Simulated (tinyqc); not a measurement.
Free and trapped electrons in a MOS channel with a dense trap tail: one step of the calculation.

p-type body, charge-sheet picture, full ionisation (an idealisation for deep acceptors), Boltzmann statistics for free electrons. e = Ec - EF at the surface. Acceptor-like traps of density D(E) = D0 + De exp(-E/Ew) at depth E below Ec, from 0 to Eu, hold n_t = integral of D(E)/(1 + exp((e - E)/Vt)). psi = Eg - Vt ln(Nv/Na) - e; N_dep = sqrt(2 eps0 eps_r Na (psi - Vt)/q); n_f = sqrt(N_dep^2 + 2 eps0 eps_r Vt Nc exp(-e/Vt)/q) - N_dep; Vg = Vfb + psi + q (N_dep + n_t + n_f)/Cox, Cox = eps0 eox/tox.

Question. Charges and gate voltage. psi, N_dep, n_f and Vg as defined, with the n_t given; free share n_f/(n_f + n_t); apparent mobility mf n_f/(n_f + n_t); gate voltage spent on traps q n_t/Cox.

Parameters, values chosen for the exercise; band and dielectric values close to those of silicon:
```
symbol    value        unit                                   meaning
T           250           K                               temperature
Eg         1.12          eV                                  band gap
eps_r      11.5                                 relative permittivity
Nc      2.11e19       cm^-3    conduction-band density of states at T
Nv      2.01e19       cm^-3       valence-band density of states at T
eox         3.9                relative permittivity of the insulator
tox          34          nm                       insulator thickness
Na       4.6e16       cm^-3                          acceptor density
Vfb       -0.69           V  flat-band voltage without trapped charge
mf          120  cm^2/(V s)                mobility of free electrons
e         0.126          eV                    Ec - EF at the surface
```

Constants: q = 1.602176634e-19 C, kB = 1.380649e-23 J/K, Vt = kB T/q, eps0 = 8.8541878128e-14 F/cm where lengths are in cm. Results are converted to the units shown.

n_t = 2.3550308e11 cm^-2

Wanted: psi; N_dep; n_f; Vg; free share; apparent mobility; gate voltage spent on traps.

Answer.

psi = 0.8630 V
N_dep = 7.014e11 cm^-2
n_f = 1.178e10 cm^-2
Vg = 1.670 V
free share = 4.763 %
apparent mobility = 5.716 cm^2/(V s)
gate voltage spent on traps = 0.3715 V

Program tinyqc, `OMP_NUM_THREADS=1 python tinyqc.py 2222107 2222108 out.jsonl`; Intel Xeon 2.30GHz, shared host, one thread, about 0.02 s.
